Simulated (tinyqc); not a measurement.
# Fully depleted semiconductor-on-insulator film with two gates, non-linear Poisson equation by Newton steps: effects of single changes

One dimension across the film, front interface at x = 0, back interface at x = ts. psi is counted from the intrinsic level, n = ni exp(psi/Vt) (source grounded), holes neglected, acceptors ionised. Gates act through Cox = eps0 eox/tox and Cbox = 3.9 eps0/tb with potentials G1 = Vg - (phiM - chi - Vt ln(Nc/ni)) and G2 = Vb - (phiB - chi - Vt ln(Nc/ni)). Classical Boltzmann densities, no interface charge, no depletion in the back plane.

Parameters, values chosen for the exercise; band and dielectric values close to those of silicon:
- T = 300 K (temperature)
- Eg = 1.13 eV (band gap)
- eps_r = 11.7 (relative permittivity)
- Nc = 2.85e19 cm^-3 (conduction-band density of states at T)
- Nv = 2.7e19 cm^-3 (valence-band density of states at T)
- chi = 4.02 eV (electron affinity)
- eox = 7.51 (relative permittivity of the gate insulator (close to silicon nitride))
- tox = 4 nm (insulator thickness)
- ts = 12 nm (film thickness)
- tb = 43 nm (buried-oxide thickness (eps_r 3.9))
- Na = 1e15 cm^-3 (acceptor density of the film)
- phiM = 4.57 eV (work function of the front gate)
- phiB = 4.52 eV (work function of the back plane)
- Vb = 0 V (back-gate voltage)

Constants: q = 1.602176634e-19 C, kB = 1.380649e-23 J/K, Vt = kB T/q, eps0 = 8.8541878128e-14 F/cm where lengths are in cm. Results are converted to the units shown.

Each table varies one quantity; the others keep the values above.

## Charge against front-gate voltage

ni = sqrt(Nc Nv) exp(-Eg/(2 Vt)), Eg in volts. The Poisson equation eps0 eps_r d2psi/dx2 = q (n + Na), with -eps0 eps_r dpsi/dx = Cox (G1 - psi) at x = 0 and eps0 eps_r dpsi/dx = Cbox (G2 - psi) at x = ts, is solved on 300 equal intervals with half boxes at both ends; N_inv is the trapezoid sum of n. Swing = ln 10/(d ln N_inv/dVg); the last column is (dN_inv/dVb)/(dN_inv/dVg).

Charge against front-gate voltage:
columns A: Vg (V); B: psi front (V); C: psi back (V); D: N_inv (cm^-2); E: centroid/ts; F: swing (mV/decade); G: q dN_inv/dVg over Cox; H: back/front leverage
```
A          B       C        D      E       F        G       H
0.04  0.0560  0.0567   9.50e4  0.502    64.9  3.25e-7  0.0908
0.19   0.200   0.188   1.96e7  0.463    64.7  6.71e-5  0.0870
0.34   0.343   0.319   4.03e9  0.424    65.8   0.0136  0.0832
0.49   0.464   0.415  2.58e11  0.346     140    0.411  0.0725
0.64   0.524   0.437  1.18e12  0.240     365    0.717  0.0597
0.79   0.557   0.442  2.39e12  0.178     642    0.828  0.0544
0.94   0.578   0.445  3.73e12  0.142     940    0.879  0.0519
1.09   0.594   0.446  5.12e12  0.118  1.25e3    0.908  0.0505
1.24   0.606   0.446  6.55e12  0.102  1.57e3    0.926  0.0497
```

Read the table: what changes, and by how much?

N_inv passes 1e11 cm^-2 at Vg = 0.443 V. The swing starts at 64.9 mV a decade, against (1 + k) Vt ln 10 = 62.2 for a front channel with k = Cs Cbox/(Cox (Cs + Cbox)) = 0.0442, Cs = eps0 eps_r/ts; above threshold this column is no longer a subthreshold swing. The centroid falls from 0.502 to 0.102 of ts and the leverage of the back gate falls from 0.0908 to 0.0497. For Vg = 0.79, 0.94, 1.09, 1.24 the density at an interface exceeds 0.3 Nc, where Boltzmann statistics fail. For Vg = 0.64, 0.79, 0.94, 1.09, 1.24 the classical centroid lies within 3 nm of an interface, where confinement, left out, would push it away.

## Threshold and coupling against the buried-oxide thickness

VT is the Vg for N_inv = 1e11 cm^-2; -dVT/dVb from the linearised equation. Limits with Cs = eps0 eps_r/ts: front channel Cs Cbox/(Cox (Cs + Cbox)), back channel Cbox (Cox + Cs)/(Cox Cs). Swing at N_inv = 1e8 cm^-2.

Results:
```
tb (nm)  VT (V)  centroid/ts at VT  -dVT/dVb  front-channel limit  back-channel limit  swing (mV/decade)
6         0.539              0.157     0.288                0.208                1.01               80.8
16        0.480              0.273     0.166                0.104               0.380               71.2
27        0.457              0.337     0.114               0.0670               0.225               67.2
45        0.442              0.384    0.0746               0.0424               0.135               64.5
73        0.432              0.416    0.0485               0.0270              0.0832               62.7
120       0.425              0.437    0.0305               0.0168              0.0506               61.5
200       0.421              0.450    0.0187               0.0102              0.0304               60.8
```

Estimate the missing row, tb = 9.9 nm.

Computed row:
```
tb (nm)  VT (V)  centroid/ts at VT  -dVT/dVb  front-channel limit  back-channel limit  swing (mV/decade)
9.9       0.507              0.211     0.223                0.149               0.614               75.7
```

With this row back in the table: As tb goes from 6 to 200, VT falls from 0.539 to 0.421 V, the centroid rises from 0.157 to 0.450 of ts and -dVT/dVb falls from 0.288 to 0.0187. The coupling covers 10.0 % of the way from the front-channel to the back-channel limit in the first row and 42.1 % in the last.

Program tinyqc, `OMP_NUM_THREADS=1 python tinyqc.py 2190123 2190124 out.jsonl`; Intel Xeon 2.30GHz, shared host, one thread, about 0.5 s.
